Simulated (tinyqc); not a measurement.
Effective charge: two electrons on one impurity (helium-like model).

Units Ha* = 2 Ry m/eps^2 and a* = a0 eps/m. One electron is bound by Z^2/2. Two electrons in the singlet built from exp(-a r) and exp(-b r): S = 8 (ab)^(3/2)/(a + b)^3, h_aa = a^2/2 - Z a, h_bb alike, h_ab = S (ab/2 - Z (a + b)/2), J = ab (a^2 + 3ab + b^2)/(a + b)^3, K = 20 (ab)^3/(a + b)^5, E = (h_aa + h_bb + 2 S h_ab + J + K)/(1 + S^2). For a = b this is a^2 - 2 Z a + 5a/8. Real double donors are deeper, since the central cell is left out.

Parameters, chosen for this exercise (out of a larger set: near those of impurities in Ge; not measured data):
```
symbol  value                                       unit  meaning
m       0.166                                       m0    one mean mass
eps     16.2                                              dielectric constant
Zs      (0.99, 1.03, 1.21, 1.64, 1.88, 2.89, 3.72)        charges
```

Ha* = 17.2119 meV

Binding of the first electron, of the second (-E - Z^2/2) with equal and with unequal orbitals, and U, the first less the second (unequal).

Results (meV):
```
Z     first  second, equal  second, unequal   a/b     U  U/(Z Ha*)
0.99    8.4          -0.53             0.17  3.79   8.3      0.485
1.03    9.1          -0.27             0.41  3.39   8.7      0.492
1.21   12.6           1.26             1.85  2.62  10.7      0.516
1.64   23.1           7.19             7.69  2.04  15.5      0.547
1.88   30.4          11.87            12.36  1.89  18.1      0.558
2.89   71.9          42.47            42.92  1.60  29.0      0.582
3.72  119.1          80.76            81.19  1.50  37.9      0.592
```

What does the comparison show, and why?

Equal orbitals bind a second electron only above Z = (5/16)/(1 - 1/sqrt2) = 1.067; unequal ones do so in 7 of the 7 rows. Their gain is 0.71 meV in the first row and 0.44 in the last, while the second binding grows to 81 meV, so the gain decides the matter only near Z = 1. U grows almost linearly with Z: U/(Z Ha*) goes from 0.485 to 0.592, towards 5/8, while the first binding grows as Z^2. Angular correlation is left out: at Z = 1 this function binds the second electron by 0.0133 Ha*, half the exact 0.0278.

Program tinyqc; command `OMP_NUM_THREADS=1 python tinyqc.py 1252506 1252507 out.jsonl`; about 0.04 s on one thread of a shared Intel(R) Xeon(R) Processor @ 2.30GHz.
